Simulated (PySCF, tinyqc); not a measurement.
MP2 on RHF in the sto-3g basis, for H6, spin multiplicity 1, step by step. The lowest restricted solution is unstable here: a spin-polarised one lies 0.0015 hartree lower (PySCF). One step of it, computed by the program tinyqc.

Task: Iteration 1: building the Fock matrix. J_ij = sum D_kl (ij|kl), K_ij = sum D_kl (ik|jl); F = H + J - 0.5 K; E = tr D H + tr D J / 2 - 0.25 tr D K + E_nn.

D at the start:
```
           1H 1s      2H 1s      3H 1s      4H 1s      5H 1s      6H 1s
1H 1s   0.605520   0.553447  -0.179899  -0.412347   0.109364   0.375487
2H 1s   0.553447   0.747475   0.230459  -0.219224  -0.110117   0.109206
3H 1s  -0.179899   0.230459   0.743451   0.506747  -0.219816  -0.413264
4H 1s  -0.412347  -0.219224   0.506747   0.742601   0.230853  -0.179514
5H 1s   0.109364  -0.110117  -0.219816   0.230853   0.747707   0.553359
6H 1s   0.375487   0.109206  -0.413264  -0.179514   0.553359   0.605379
```

core Hamiltonian H = T + V (hartree):
```
           1H 1s      2H 1s      3H 1s      4H 1s      5H 1s      6H 1s
1H 1s  -1.635246  -1.068212  -0.268882  -0.042808  -0.004050  -0.000252
2H 1s  -1.068212  -2.026964  -1.149374  -0.283898  -0.041847  -0.004040
3H 1s  -0.268882  -1.149374  -2.157123  -1.211544  -0.284384  -0.042809
4H 1s  -0.042808  -0.283898  -1.211544  -2.157423  -1.150865  -0.268876
5H 1s  -0.004050  -0.041847  -0.284384  -1.150865  -2.027107  -1.066885
6H 1s  -0.000252  -0.004040  -0.042809  -0.268876  -1.066885  -1.634776
```

Two-electron integrals (ij|kl) in chemists' order, unique and non-zero (hartree):
```
(11|11) 0.774606   (21|11) 0.302432   (21|21) 0.151747   (22|11) 0.473182
(22|21) 0.302432   (22|22) 0.774606   (31|11) 0.050463   (31|21) 0.028087
(31|22) 0.064285   (31|31) 0.006099   (32|11) 0.162623   (32|21) 0.106443
(32|22) 0.292101   (32|31) 0.027342   (32|32) 0.142746   (33|11) 0.257044
(33|21) 0.165984   (33|22) 0.465839   (33|31) 0.050463   (33|32) 0.292101
(33|33) 0.774606   (41|11) 0.005555   (41|21) 0.003316   (41|22) 0.008161
(41|31) 0.000799   (41|32) 0.003898   (41|33) 0.008161   (41|41) 0.000115
(42|11) 0.029338   (42|21) 0.018698   (42|22) 0.050463   (42|31) 0.005093
(42|32) 0.027342   (42|33) 0.064285   (42|41) 0.000799   (42|42) 0.006099
(43|11) 0.101515   (43|21) 0.062388   (43|22) 0.165984   (43|31) 0.018698
(43|32) 0.106443   (43|33) 0.302432   (43|41) 0.003316   (43|42) 0.028087
(43|43) 0.151747   (44|11) 0.172476   (44|21) 0.101515   (44|22) 0.257044
(44|31) 0.029338   (44|32) 0.162623   (44|33) 0.473182   (44|41) 0.005555
(44|42) 0.050463   (44|43) 0.302432   (44|44) 0.774606   (51|11) 0.000356
(51|21) 0.000220   (51|22) 0.000574   (51|31) 0.000059   (51|32) 0.000312
(51|33) 0.000733   (51|41) 0.000009   (51|42) 0.000070   (51|43) 0.000322
(51|44) 0.000580   (51|51) 8.23e-07   (52|11) 0.003228   (52|21) 0.001991
(52|22) 0.005266   (52|31) 0.000563   (52|32) 0.003071   (52|33) 0.007796
(52|41) 0.000094   (52|42) 0.000761   (52|43) 0.003826   (52|44) 0.007795
(52|51) 0.000009   (52|52) 0.000104   (53|11) 0.019169   (53|21) 0.011370
(53|22) 0.029060   (53|31) 0.003282   (53|32) 0.018112   (53|33) 0.050560
(53|41) 0.000589   (53|42) 0.005063   (53|43) 0.028140   (53|44) 0.064400
(53|51) 0.000059   (53|52) 0.000762   (53|53) 0.006120   (54|11) 0.070366
(54|21) 0.040250   (54|22) 0.098469   (54|31) 0.011111   (54|32) 0.059168
(54|33) 0.162864   (54|41) 0.002034   (54|42) 0.018104   (54|43) 0.106604
(54|44) 0.292545   (54|51) 0.000216   (54|52) 0.003074   (54|53) 0.027425
(54|54) 0.143128   (55|11) 0.128910   (55|21) 0.072018   (55|22) 0.171248
(55|31) 0.019141   (55|32) 0.098371   (55|33) 0.257167   (55|41) 0.003369
(55|42) 0.029019   (55|43) 0.166080   (55|44) 0.466156   (55|51) 0.000356
(55|52) 0.005266   (55|53) 0.050560   (55|54) 0.292545   (55|55) 0.774606
(61|11) 0.000015   (61|21) 0.000009   (61|22) 0.000024   (61|31) 2.67e-06
(61|32) 0.000015   (61|33) 0.000038   (61|41) 4.56e-07   (61|42) 3.71e-06
(61|43) 0.000019   (61|44) 0.000038   (61|51) 4.36e-08   (61|52) 5.11e-07
(61|53) 3.72e-06   (61|54) 0.000015   (61|55) 0.000024   (62|11) 0.000236
(62|21) 0.000140   (62|22) 0.000355   (62|31) 0.000040   (62|32) 0.000215
(62|33) 0.000578   (62|41) 0.000007   (62|42) 0.000059   (62|43) 0.000321
(62|44) 0.000731   (62|51) 6.99e-07   (62|52) 0.000009   (62|53) 0.000070
(62|54) 0.000312   (62|55) 0.000573   (62|61) 4.35e-08   (62|62) 8.19e-07
(63|11) 0.002374   (63|21) 0.001366   (63|22) 0.003368   (63|31) 0.000380
(63|32) 0.002031   (63|33) 0.005555   (63|41) 0.000068   (63|42) 0.000588
(63|43) 0.003316   (63|44) 0.008161   (63|51) 0.000007   (63|52) 0.000094
(63|53) 0.000801   (63|54) 0.003903   (63|55) 0.008163   (63|61) 4.56e-07
(63|62) 0.000009   (63|63) 0.000115   (64|11) 0.014269   (64|21) 0.008004
(64|22) 0.019134   (64|31) 0.002143   (64|32) 0.011096   (64|33) 0.029338
(64|41) 0.000380   (64|42) 0.003276   (64|43) 0.018698   (64|44) 0.050463
(64|51) 0.000040   (64|52) 0.000563   (64|53) 0.005100   (64|54) 0.027374
(64|55) 0.064285   (64|61) 2.67e-06   (64|62) 0.000059   (64|63) 0.000799
(64|64) 0.006099   (65|11) 0.056011   (65|21) 0.030806   (65|22) 0.071923
(65|31) 0.007996   (65|32) 0.040154   (65|33) 0.101415   (65|41) 0.001365
(65|42) 0.011338   (65|43) 0.062330   (65|44) 0.165837   (65|51) 0.000140
(65|52) 0.001988   (65|53) 0.018706   (65|54) 0.106445   (65|55) 0.301977
(65|61) 0.000009   (65|62) 0.000219   (65|63) 0.003312   (65|64) 0.028055
(65|65) 0.151346   (66|11) 0.103335   (66|21) 0.056072   (66|22) 0.128879
(66|31) 0.014269   (66|32) 0.070272   (66|33) 0.172476   (66|41) 0.002374
(66|42) 0.019134   (66|43) 0.101515   (66|44) 0.257044   (66|51) 0.000237
(66|52) 0.003227   (66|53) 0.029379   (66|54) 0.162769   (66|55) 0.472860
(66|61) 0.000015   (66|62) 0.000355   (66|63) 0.005555   (66|64) 0.050463
(66|65) 0.301977   (66|66) 0.774606
```

nuclear repulsion = 4.49216050 hartree

Give: Coulomb J; exchange K; Fock matrix F; total energy of this density.

Result:

Coulomb J (hartree):
```
        1H 1s   2H 1s   3H 1s   4H 1s   5H 1s   6H 1s
1H 1s  1.8563  0.9983  0.2298  0.0337  0.0029  0.0002
2H 1s  0.9983  2.2961  1.0949  0.2475  0.0332  0.0029
3H 1s  0.2298  1.0949  2.4483  1.1664  0.2479  0.0337
4H 1s  0.0337  0.2475  1.1664  2.4483  1.0963  0.2297
5H 1s  0.0029  0.0332  0.2479  1.0963  2.2961  0.9969
6H 1s  0.0002  0.0029  0.0337  0.2297  0.9969  1.8555
```

exchange K (hartree):
```
         1H 1s    2H 1s    3H 1s    4H 1s    5H 1s    6H 1s
1H 1s   0.9114   0.7662   0.2108  -0.0197  -0.0011   0.0343
2H 1s   0.7662   1.2011   0.6841   0.1887   0.0127  -0.0011
3H 1s   0.2108   0.6841   1.1781   0.7727   0.1890  -0.0198
4H 1s  -0.0197   0.1887   0.7727   1.1782   0.6851   0.2109
5H 1s  -0.0011   0.0127   0.1890   0.6851   1.2011   0.7653
6H 1s   0.0343  -0.0011  -0.0198   0.2109   0.7653   0.9105
```

Fock matrix F (hartree):
```
         1H 1s    2H 1s    3H 1s    4H 1s    5H 1s    6H 1s
1H 1s  -0.2347  -0.4530  -0.1445   0.0007  -0.0006  -0.0173
2H 1s  -0.4530  -0.3314  -0.3966  -0.1307  -0.0150  -0.0006
3H 1s  -0.1445  -0.3966  -0.2979  -0.4315  -0.1309   0.0008
4H 1s   0.0007  -0.1307  -0.4315  -0.2982  -0.3971  -0.1446
5H 1s  -0.0006  -0.0150  -0.1309  -0.3971  -0.3316  -0.4526
6H 1s  -0.0173  -0.0006   0.0008  -0.1446  -0.4526  -0.2345
```

total energy of this density = -3.092178 hartree
